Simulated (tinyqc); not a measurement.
Reverse leakage of an n+-p junction: diffusion, generation, trap-assisted and band-to-band tunnelling: one step of the calculation.

One-sided abrupt junction in the depletion approximation, x from the junction (0) to W on the p side, field F = F0 (1 - x/W). Flat quasi-Fermi levels, long p side. Traps generate through SRH with both lifetimes shortened by 1 + Gamma (Hurkx enhancement, form for moderate fields); band-to-band generation is local and needs a total bending above Eg.

Task. Current components. u = (Vbi + VR)(1 - x/W)^2, p = Na exp(-u/Vt), n = Nd exp((u - Vbi - VR)/Vt); G0 = ni^2 (1 - exp(-VR/Vt))/(tau (n + p + 2 ni cosh(Et/Vt))); Gamma = 2 sqrt(3 pi)(F/FG) exp((F/FG)^2); trap-assisted part G0 Gamma; G_bb = Ab F^2.5 exp(-Bb/F) with F in V/cm, zero unless Vbi + VR > Eg. 12 equal steps.

Each current is q times the trapezoid sum of its rate; J adds J_diff; J_bb under 1e-8 of the sum is given as 0.

Constants: q = 1.602176634e-19 C. Results are converted to the units shown.

```
point,x (nm),G0 (cm^-3 s^-1),G0 Gamma (cm^-3 s^-1),G_bb (cm^-3 s^-1)
0,0.00000,8.4769477e8,3.8465811e9,2.4168879e-10
1,29.49445,3.1255673e17,1.2393000e18,7.9977921e-14
2,58.98891,3.2551781e17,1.1231535e18,5.4514294e-18
3,88.48336,3.2551781e17,9.7162716e17,~0
4,117.97781,3.2551781e17,8.3363088e17,~0
5,147.47227,3.2551781e17,7.0699630e17,~0
6,176.96672,3.2551781e17,5.8981291e17,~0
7,206.46117,3.2551066e17,4.8037017e17,~0
8,235.95563,2.7712576e17,3.2109895e17,~0
9,265.45008,1.7173563e15,1.4707994e15,~0
10,294.94453,1.1762101e13,6.6460731e12,~0
11,324.43899,5.8952949e11,1.6551708e11,0
12,353.93344,2.1735749e11,0,0
```

J_diff = 1.6334154e-11 A/cm^2

Wanted: J_SRH; J_TAT; J_bb; J.

Result.

J_SRH = 1.2024e-6 A/cm^2
J_TAT = 2.9617e-6 A/cm^2
J_bb = 0 A/cm^2
J = 4.1641e-6 A/cm^2

Range of the model: The n+ side is degenerate, so Vbi from Boltzmann statistics is only a guide.

Program tinyqc, `OMP_NUM_THREADS=1 python tinyqc.py 2290086 2290087 out.jsonl`; Intel Xeon 2.30GHz, shared host, one thread, about 0.01 s.

~0 in a residual or rate marks an entry under 1e-11 of the largest of its column.
